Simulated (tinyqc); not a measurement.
Depth and level of a trap from the time ratio.

Problem. For an oxide trap tc/te = exp(E/Vt) with E = E0 - dpsi - (xt/tox)(Vg - VT - dpsi), dpsi being the rise of the surface potential above its value at threshold. Find xt and E0, and the depth that would be read if dpsi were ignored.

Parameters, values chosen for the exercise: temperature T = 300 K; insulator thickness tox = 3.7 nm.

Constants: q = 1.602176634e-19 C, kB = 1.380649e-23 J/K, Vt = kB T/q. Results are converted to the units shown.

Vg - VT (V): [0.34, 0.49]
tc/te: [2.6804522, 0.14949751]
dpsi (V): [0.070844060, 0.081392524]

Answer. E + dpsi is a straight line in the oxide voltage Vg - VT - dpsi with slope -xt/tox and intercept E0. Ignoring dpsi assigns the motion of the bands to the trap and overstates its depth.

xt = 1.700 nm
E0 = 0.2200 eV
depth read without dpsi = 1.841 nm

Program tinyqc, `OMP_NUM_THREADS=1 python tinyqc.py 2710093 2710094 out.jsonl`; Intel Xeon 2.30GHz, shared host, one thread, about 0.01 s.
